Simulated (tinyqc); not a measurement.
Worked calculation: gas flow in a process chamber: flow regimes, conductance, effective pumping speed, pump-down, outgassing and purge. Computed by tinyqc, a small Python program that keeps every step. Command: `OMP_NUM_THREADS=1 python tinyqc.py 3120869 3120870 out.jsonl pump walk`. One thread of a shared host (Intel(R) Xeon(R) Processor @ 2.30GHz), about 0.08 s of CPU time with the checks. Intermediate numbers are printed to about 6 digits and carried at full precision; extremes and crossings named in words are read from the listed rows.

Ideal gas, isothermal flow, a pump of constant speed at the end of a round pipe; process gas, volume gas and outgassing are given the same properties. 1 sccm = 101325 Pa x 1e-6 m^3/60 s x T/273.15 K.

Inputs (values chosen for the exercise, modelled on nitrogen near room temperature):
```
quantity                     value            unit
molar mass M                 28.01           g/mol
molecular diameter            0.37              nm
viscosity eta                 17.8   micropascal s
temperature T                  293               K
chamber volume V               6.3               L
wall area                     0.85             m^2
pipe diameter d                 10              cm
pipe length l                   27              cm
pump speed S                   170             L/s
process gas flow                46            sccm
outgassing rate after 1 h  1.5e-06  Pa m^3/(s m^2)
outgassing exponent n         0.93               -
starting pressure p0          1800              Pa
target base pressure        0.0002              Pa
```

Constants: k_B = 1.380649e-23 J/K; u = 1.6605390666e-27 kg.

## Molecular flow

Mean speed c = sqrt(8 k_B T/(pi m)); aperture conductance C_a = c pi d^2/16; molecular pipe C_m = C_a/(1 + 3 l/(4 d)) (Dushman form); viscous pipe C_v = pi d^4 p_mean/(128 eta l); Knudsen interpolation C = C_v + C_m (1 + x)/(1 + 1.24 x), x = d p_mean sqrt(m/(k_B T))/eta. Effective speed 1/S_eff = 1/S + 1/C_m; time constant V/S_eff; pressure at which the free path k_B T/(sqrt2 pi d_m^2 p) equals d.

mean speed c = 470.614 m/s

C_a = 924.047 L/s

C_m = 305.470 L/s

S_eff in molecular flow = 109.218 L/s

time constant = 0.0576828 s

pressure where the free path equals d = 0.0665093 Pa

The pipe passes on 64 % of the pump speed.

## Process pressure

Steady flow: the pump inlet is at p_2 = Q/S, and the chamber pressure p_1 solves Q = C((p_1 + p_2)/2) (p_1 - p_2). Residence time = p_1 V/Q. Knudsen number = free path at the mean pressure over d.

throughput Q = 83.3277 Pa L/s

p_2 = 0.490163 Pa

chamber pressure p_1 = 0.644427 Pa

conductance C = 540.164 L/s

residence time = 0.0487220 s

Knudsen number = 0.117239

The flow in the pipe is transitional.

## Purging a well-mixed chamber

With steady flow a contaminant decays as exp(-t/residence time); gas used = flow x time.

time to dilute 1e3 times = 0.336559 s

time to dilute 1e6 times = 0.673119 s

gas used for 1e6 = 0.516058 standard cm^3

## Pump-down curve

Pump-down: V dp/dt = -S_eff(p) p + q(t) A, with S_eff = S p_2/p, where p_2 solves C((p + p_2)/2) (p - p_2) = S p_2 at each moment, and q(t) = q_1 (1 h/(t + 10 s))^n; integrated adaptively. At long times p = q(t) A/S_eff. S_eff(p) is tabulated at 260 pressures and interpolated in ln p. Comparison columns: p0 exp(-t/time constant) with the molecular S_eff (0 below 1e-26 p0), and the outgassing limit.

Pressure against time:
```
t (s)        p (Pa)  S_eff (L/s)  volume gas only (Pa)  outgassing limit (Pa)
0.3     7.79854e-01      132.678           9.92128e+00            2.70794e-03
1       2.56889e-03      108.996           5.32422e-05            2.54731e-03
3       2.19372e-03      109.027           4.65825e-20            2.18077e-03
10      1.46660e-03      109.087                     0            1.46090e-03
30      7.68288e-04      109.148                     0            7.66763e-04
100     2.99505e-04      109.190                     0            2.99283e-04
300     1.14216e-04      109.207                     0            1.14185e-04
1000    3.80711e-05      109.215                     0            3.80678e-05
3600    1.16441e-05      109.217                     0            1.16438e-05
20000   2.36820e-06      109.218                     0            2.36819e-06
100000  5.30319e-07      109.218                     0            5.30318e-07
```

From t = 1 s on the pressure is within 20 % of the outgassing limit, which falls only as (t + 10 s)^-0.93: walls, not volume, set the time to base pressure.

## Time to base pressure

From the outgassing limit: t = 1 h x (q_1 A/(S_eff p_target))^(1/n) - 10 s; monolayer time at the target = 1e19 m^-2 x 4 k_B T/(p c) for unit sticking.

time to the target = 0.0443544 h

monolayer time = 1.71916 s

Checks made by the program: throughput from C and the pressure drop (relative difference below 1e-10).
